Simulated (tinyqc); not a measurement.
Heavy doping: gap narrowing, degeneracy and the minority density: one step. Two estimates of the size. Three cases, with inputs chosen for the exercise.

Task: Evaluate both at N.

F_j(eta) = (1/Gamma(j + 1)) integral_0^infinity x^j dx/(1 + exp(x - eta)), which tends to exp(eta) for eta << 0.

Two physical estimates, e2 = e^2/(4 pi eps0), N in 1/angstrom^3: exchange shift at the Fermi level, Ex = (e2/eps) kF/pi with kF = (3 pi^2 N/Mv)^(1/3); screened-pair energy (Lanyon-Tuft), Es = (3/4)(e2/eps) qs with qs^2 = (4 pi e2 N/(eps kT)) F_-1/2(eta)/F_1/2(eta).

Constants: e^2/(4 pi eps0) = 14.39964547 eV angstrom; kB = 8.617333262e-05 eV/K.

Case 1.

Values chosen (gap and densities of states near those of Si at this temperature; narrowing constants near the fits for Si; not measured data):
- N = 2.1e+18 1/cm^3 (ionised donors, equal to the majority density)
- eps = 11.6 (dielectric constant)
- Mv = 6 (majority valleys)
- T = 400 K

eta = -2.980487
dEg (empirical fit) = 50.9222 meV

Case 2.

Values chosen (gap and densities of states near those of Si at this temperature; narrowing constants near the fits for Si; not measured data):
- N = 2.3e+18 1/cm^3 (ionised acceptors, equal to the majority density)
- eps = 11.6 (dielectric constant)
- Mv = 1 (majority valleys)
- T = 300 K

eta = -1.491276
dEg (empirical fit) = 39.5569 meV

Case 3.

Values chosen (gap and densities of states near those of Si at this temperature; narrowing constants near the fits for Si; not measured data):
- N = 8e+18 1/cm^3 (ionised donors, equal to the majority density)
- eps = 11.1 (dielectric constant)
- Mv = 6 (majority valleys)
- T = 350 K

eta = -1.347954
dEg (empirical fit) = 64.4528 meV

Give: kF; Ex; Es.

Result:

Case 1.

kF = 0.02180 1/angstrom
Ex = 8.61 meV
Es = 28.45 meV

Against the fitted dEg = 50.9 meV, Ex is 0.17 and Es 0.56 times as large; each keeps one mechanism only, and Ex assumes a strongly degenerate gas, while here eta is only -2.98.

Case 2.

kF = 0.04084 1/angstrom
Ex = 16.14 meV
Es = 33.48 meV

Against the fitted dEg = 39.6 meV, Ex is 0.41 and Es 0.85 times as large; each keeps one mechanism only, and Ex assumes a strongly degenerate gas, while here eta is only -1.49.

Case 3.

kF = 0.03405 1/angstrom
Ex = 14.06 meV
Es = 61.45 meV

Against the fitted dEg = 64.5 meV, Ex is 0.22 and Es 0.95 times as large; each keeps one mechanism only, and Ex assumes a strongly degenerate gas, while here eta is only -1.35.

Computed by tinyqc, one run a case: `OMP_NUM_THREADS=1 python tinyqc.py N N+1 out.jsonl` with N = 1681475, 1681530, 1681548; one thread of a shared Intel(R) Xeon(R) Processor @ 2.30GHz, about 0.01 s a run at most.
